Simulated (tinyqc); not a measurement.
Rectangular fin or nanosheet with a gate all round, subbands and threshold shift from confinement: confinement against the width.

Undoped body with a flat potential across it, hard walls, transport along x. Three valley pairs (g = 2 each) with the longitudinal mass along x, y or z. Non-parabolicity enters the subband edges through E (1 + al E) = gamma, so E = 2 gamma/(1 + sqrt(1 + 4 al gamma)); motion within a subband is taken as parabolic with the band-edge mass. Energies are counted from the bulk band edge.

gamma = C pi^2 [a^2/(my (t + dl)^2) + b^2/(mz (H + dl)^2)], C = hbar^2/(2 m0). Each subband has N_k = g sqrt(2 mx m0 kB T/(pi hbar^2)); without degeneracy n = exp(EF/Vt) sum N_k exp(-E_k/Vt). Classical value Nc times t H, Nc = sum over valleys of 2 g (m m0 kB T/(2 pi hbar^2))^1.5 with m = (mx my mz)^(1/3). Threshold shift dVT = Vt ln(classical value/sum N_k exp(-E_k/Vt)). With degeneracy n = sum N_k F((EF - E_k)/Vt), F(x) = (1/sqrt(pi)) int_0^infinity u^(-1/2) du/(1 + exp(u - x)); gate: Vg = EF + q n/(Cg P), P = 2 (t + H), summed over the 60 lowest subbands at most, with Vg counted from the value that would put EF at the bulk band edge of an empty body. The last two columns are for Vg = 0.5 V; sensitivity d(dVT)/dt by central differences between 0.99 and 1.01 times the value.

Parameters, values chosen for the exercise; masses close to those of silicon: temperature T = 300 K; longitudinal mass ml = 0.898 m0; transverse mass mt = 0.192 m0; non-parabolicity al = 0.5 1/eV; widening of the box by penetration into the insulator dl = 0.3 nm; gate capacitance per area of interface Cg = 2.1 uF/cm^2; height (along z) H = 38.4 nm.

Constants: q = 1.602176634e-19 C, kB = 1.380649e-23 J/K, hbar = 1.054571817e-34 J s, m0 = 9.1093837015e-31 kg, Vt = kB T/q, hbar^2/(2 m0) = 0.0380998212 eV nm^2. Results are converted to the units shown.

Results:
```
t (nm)  E_1 (meV)  gap to the next edge (meV)  dVT (mV)  sensitivity (mV/nm)  n/P (cm^-2)  share of the lowest subband (%)
2           77.46                       3.635     85.39               -50.32     4.752e12                            16.92
2.7         46.74                       3.741     62.28               -21.46     5.131e12                            15.67
3.6         28.43                       3.808     48.01               -12.71     5.547e12                            12.32
4.7         17.90                       3.847     35.86               -9.465     5.899e12                            9.084
6.3         10.86                       3.873     24.34               -5.189     6.176e12                            6.583
11          4.577                       3.898     12.48               -1.184     6.480e12                            3.946
15          3.092                       3.903     9.225              -0.5615     6.577e12                            3.104
20          2.321                       2.698     7.201              -0.2921     6.630e12                            2.584
```

Estimate the missing row, t = 8.4 nm.

Computed row:
```
t (nm)  E_1 (meV)  gap to the next edge (meV)  dVT (mV)  sensitivity (mV/nm)  n/P (cm^-2)  share of the lowest subband (%)
8.4         6.817                       3.889     16.86               -2.394     6.356e12                            5.011
```

With this row back in the table: As t grows from 2 to 20 nm, E_1 falls from 77.5 to 2.32 meV and dVT falls from 85.4 to 7.20 mV. E_1 goes as t^(-1.68) at the thin end; a thickness error of 0.2 nm moves the threshold by 10 mV in the first row and 0.058 mV in the last. The charge per interface area rises from 4.75e12 to 6.63e12 cm^-2. For t = 2, 2.7 the body is too thin for bulk effective masses to be reliable. In every row the charge in the last two columns would bend the potential across the body noticeably, which is left out.

Numbers from tinyqc (`OMP_NUM_THREADS=1 python tinyqc.py 2350073 2350074 out.jsonl`; about 0.3 s on one thread of a shared Intel Xeon 2.30GHz).
